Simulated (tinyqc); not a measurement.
Inside a calculation. Model: straight dislocations in isotropic elasticity: fields, energies, partials, Peierls stress and walls. Computed by tinyqc, a small Python program that keeps every step. Command: `OMP_NUM_THREADS=1 python tinyqc.py 3003440 3003441 out.jsonl disloc walk`. One thread of a shared host (Intel(R) Xeon(R) Processor @ 2.30GHz), about 0.01 s of CPU time with the checks. Intermediate numbers are printed to about 6 digits and carried at full precision; extremes and crossings named in words are read from the listed rows.

The line runs along z, the glide plane is y = 0, and beta is the angle between b and the line (0 screw, 90 degrees edge): b_e = b sin(beta) along +x with the extra half plane at y > 0, b_s = b cos(beta). Stress is positive in tension.

Inputs (values chosen for the exercise, modelled on aluminium):

| quantity | value | unit |
|---|---|---|
| shear modulus G | 26.9 | GPa |
| Poisson ratio nu | 0.343 | - |
| Burgers vector b | 2.863 | angstrom |
| stacking-fault energy gamma | 167 | mJ/m^2 |
| dislocation density rho | 1.9e+09 | 1/m^2 |
| core radius r0/b | 1.5 | - |
| misfit volume of a solute dV | -6.9 | angstrom^3 |
| temperature T | 950 | K |
| unstable fault energy gamma_us | 177 | mJ/m^2 |
| tilt angle theta | 7 | degrees |
| source length l | 29 | nm |

Character: edge.

field point (x, y) (nm): 3.7  -1.9

Constants: 1 eV/angstrom^3 = 160.2176634 GPa; k_B = 8.617333262e-05 eV/K.

## Line energy and line tension

Energy factor K = G [cos^2(beta) + sin^2(beta)/(1 - nu)]. E = K b^2/(4 pi) ln(R/r0) with R = 1/(2 sqrt(rho)); tension T = E + d^2E/d(beta)^2 = G b^2 [1 + nu - 3 nu sin^2(beta)]/(4 pi (1 - nu)) ln(R/r0). The core energy is taken into r0.

energy factor K = 40.9437 GPa

ln(R/r0) = 10.1928

line energy E = 16.9904 eV/nm

line tension T = 5.33498 eV/nm

stored energy rho E = 0.00517210 kJ/m^3

T/E = 0.31: bowing turns parts of the line towards the cheaper screw character, so it is soft.

## Stress at a point

With D = G b_e/(2 pi (1 - nu)), S = G b_s/(2 pi), r^2 = x^2 + y^2: s_xx = -D y (3x^2 + y^2)/r^4, s_yy = D y (x^2 - y^2)/r^4, s_xy = D x (x^2 - y^2)/r^4, s_zz = nu (s_xx + s_yy), s_xz = -S y/r^2, s_yz = S x/r^2. Pressure p = -trace/3.

stress (MPa):
```
         x         y        z
x  529.179   232.487    0.000
y  232.487  -119.385    0.000
z    0.000     0.000  140.559
```

pressure p = -183.451 MPa

The point lies below the glide plane, on the stretched side.

## Force on a second, equal dislocation at that point; binding of a solute

Peach-Koehler force per length on a parallel dislocation with the same b: in the glide plane F_x = s_xy b_e + s_yz b_s, normal to it F_y = -(s_xx b_e + s_xz b_s), which drives climb of the edge part or cross-slip of a screw. A solute with misfit volume dV has the energy p dV, and its dilute concentration is scaled by exp(-p dV/(k_B T)).

glide force F_x = 66.5610 mN/m

normal force F_y = -151.504 mN/m

solute energy = 7.90059 meV

concentration ratio = 0.908003

Along x the second dislocation is repelled. The undersized solute is depleted here.

## Splitting into partials

Shockley partials have b_p = b/sqrt(3) at the angles beta -/+ 30 degrees; their repulsion balances the fault at d = G b_p^2/(8 pi gamma) (2 - nu)/(1 - nu) [1 - 2 nu cos(2 beta)/(2 - nu)].

partial Burgers vector b_p = 1.65295 angstrom

splitting width d = 0.624488 nm

d/b = 2.18124

Narrowly split: the cores nearly overlap.

## Peierls-Nabarro core of the undissociated dislocation

Misfit energy gamma(u) = (gamma_us/2)(1 - cos(2 pi u/b)), so the largest restoring stress is tau_max = pi gamma_us/b; u(x) = b/2 + (b/pi) arctan(x/zeta), zeta = K b/(4 pi tau_max). Summing the misfit energy over atomic rows a' apart gives, for a wide core, W_P = (K b^2/pi) exp(-2 pi zeta/a') and sigma_P = (K b/a') exp(-2 pi zeta/a'); a' = b/2 for edge and 30-degree lines, b sqrt(3)/2 for screw and 60-degree lines.

tau_max = 1.94224 GPa

half width zeta = 4.80282 angstrom

row spacing a' = 1.4315 angstrom

Peierls barrier W_P = 4.66375e-06 meV/nm

Peierls stress sigma_P = 5.72774e-05 MPa

zeta/a' = 3.36 and sigma_P/G = 2.1e-9: the stress falls by a factor e for each a'/(2 pi) of half width. Caution: so small a Peierls stress means only that the model finds negligible lattice resistance; its value is not a prediction.

## Strength from dislocations

Frank-Read source, averaged over the loop: tau = G b/(2 pi l) [(1 - nu/2)/(1 - nu)] ln(l/r0). Taylor hardening: tau = 0.3 G b sqrt(rho).

Frank-Read stress = 224.526 MPa

Taylor stress = 0.100710 MPa

Of the source, forest and Peierls stresses the largest here is the source stress.

## Low-angle tilt boundary

A symmetric tilt wall of edge dislocations has the spacing h = b/(2 sin(theta/2)); Read-Shockley: gamma_b = E0 theta (A - ln theta), E0 = G b/(4 pi (1 - nu)), A = 1 + ln(b/(2 pi r0)), theta in radians.

spacing h = 2.34486 nm

boundary energy = 97.8936 mJ/m^2

angle of the maximum, exp(A - 1) = 6.07927 degrees

Caution: towards the maximum of the Read-Shockley curve the spacing is no longer large against the core size, so the formula is only rough.

## Character of the line

E = K b^2/(4 pi) ln(R/r0); T = G b^2 [1 + nu - 3 nu sin^2(beta)]/(4 pi (1 - nu)) ln(R/r0).

From screw to edge:

| beta (degrees) | K (GPa) | E (eV/nm) | T (eV/nm) | d (nm) |
|---|---|---|---|---|
| 0 | 26.9000 | 11.1627 | 22.8181 | 0.258804 |
| 15 | 27.8407 | 11.5531 | 21.6469 | 0.283300 |
| 30 | 30.4109 | 12.6196 | 18.4473 | 0.350225 |
| 45 | 33.9218 | 14.0765 | 14.0765 | 0.441646 |
| 60 | 37.4328 | 15.5335 | 9.7058 | 0.533067 |
| 75 | 40.0029 | 16.6000 | 6.5061 | 0.599992 |
| 90 | 40.9437 | 16.9904 | 5.3350 | 0.624488 |

The edge costs 1/(1 - nu) = 1.522 times the screw in energy, yet its tension is only (1 - 2 nu)/(1 + nu) = 0.234 of the screw value, so loops under stress are elongated along b. The edge splits 2.41 times as widely, (2 + nu)/(2 - 3 nu), since there the larger, edge parts of the partials repel with the factor 1/(1 - nu) and the small screw parts attract, while in the screw the roles are exchanged.

Checks made by the program: zero divergence of the stress field, by differences and relative to the size of its gradient (relative difference below 1e-10); splitting against the force between the two partials (relative difference below 1e-10).
